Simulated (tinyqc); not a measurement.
Strained alloy layer of InAs and GaAs on (001) InP, model-solid band line-up: transition against well width.

The layer is x parts of the first compound and 1 - x of the second, grown coherently on the third as substrate and barrier. Rows of the table: lattice constant a, average valence level Ea on an absolute scale, spin-orbit splitting so, gaps at Gamma, X and L, hydrostatic deformation potentials av and ac (Gamma), shear potential b, elastic constants, electron and heavy-hole (along z) masses. All are interpolated linearly in x; gaps get -C x (1 - x), taken wholly in the conduction band; real line-ups can differ from this model by 0.1 eV or more.

In-plane strain e = (a_substrate - a)/a, e_z = -2 (c12/c11) e, volume change 2 e + e_z. With v = 2 e + e_z and d = 2 b (e_z - e): Eav = Ea + av v; E_hh = Eav + so/3 - d/2; E_lh = Eav - so/6 + d/4 + sqrt(so^2 + so d + 9 d^2/4)/2; E_c = Ea + so/3 + EG + ac v (Gamma). Substrate: E_v = Ea + so/3, E_c = E_v + EG. Well depths: dEc = E_c(substrate) - E_c, dEhh = E_hh - E_v(substrate), dElh likewise; strained Gamma gap E_c - max(E_hh, E_lh); positive values confine carriers in the layer. Lowest level of a finite well of width Lw and depth V: kw Lw/2 = arctan(sqrt((mw/mb)(V - E)/E)), kw = sqrt(mw E/C), C = hbar^2/(2 m0), for electrons (dEc) and heavy holes (dEhh), mb from the substrate; transition E_c - E_hh + both levels, without exciton binding; wavelength h c/E.

Parameters, values chosen for the exercise: fraction of the first compound in the layer x = 0.4; bowing of the Gamma gap CG = 0.477 eV; bowing of the X gap CX = 1.4 eV; bowing of the L gap CL = 0.33 eV.

Constants: q = 1.602176634e-19 C, hbar = 1.054571817e-34 J s, h = 6.62607015e-34 J s, m0 = 9.1093837015e-31 kg, c = 299792458 m/s, hbar^2/(2 m0) = 0.0380998212 eV nm^2. Results are converted to the units shown.

Binary compounds, values chosen for the exercise:
```
,close to InAs,close to GaAs,close to InP
a (angstrom),6.058,5.653,5.869
Ea (eV),-6.67,-6.92,-7.04
so (eV),0.381,0.345,0.111
EG (eV),0.351,1.41,1.35
EX (eV),1.37,1.92,2.18
EL (eV),1.05,1.73,1.93
av (eV),1.01,1.16,1.28
ac (eV),-5.12,-7.1,-5.11
b (eV),-1.81,-1.7,-1.7
c11 (GPa),83.1,119,102
c12 (GPa),44.9,53.1,56.5
me (m0),0.0227,0.0674,0.0807
mh (m0),0.331,0.355,0.53
```

Result of one run:
```
electron level (meV),heavy-hole level (meV),transition energy (eV),wavelength (nm)
163.25,81.464,1.0762,1152.1
```

Which layer thickness Lw gave this result: 2.1, 6.1, 8.7, 18 or 25 nm?

Lw = 2.1 nm.

The whole series:
```
Lw (nm),electron level (meV),heavy-hole level (meV),transition energy (eV),wavelength (nm)
1.5,189.56,115.81,1.1368,1090.6
2.1,163.25,81.464,1.0762,1152.1
3,130.08,52.566,1.0141,1222.6
4.3,95.923,31.819,0.95920,1292.6
6.1,66.547,18.607,0.91661,1352.6
8.7,43.048,10.364,0.88487,1401.2
12,27.603,5.9300,0.86499,1433.4
18,14.877,2.8486,0.84918,1460.0
25,8.6687,1.5445,0.84167,1473.1
```

The wavelength rises from 1091 to 1473 nm, towards 1491 nm for E_c - E_hh alone. The electron level goes as Lw^(-0.44) in the thinnest wells, where it reaches 80.1 % of the depth dEc = 237 meV, and as Lw^(-1.64) in the widest. One monolayer (a/2) more shifts the transition by about -15 meV at Lw = 3 nm. For Lw = 12, 18, 25 the layer exceeds hc = 10.4 nm, the single-layer Matthews-Blakeslee thickness for this strain (a capped well tolerates about twice as much). For Lw = 1.5, 2.1 the electron level exceeds 150 meV, where non-parabolicity lowers it.

Numbers from tinyqc (`OMP_NUM_THREADS=1 python tinyqc.py 2690033 2690034 out.jsonl`; about 0.01 s on one thread of a shared Intel Xeon 2.30GHz).
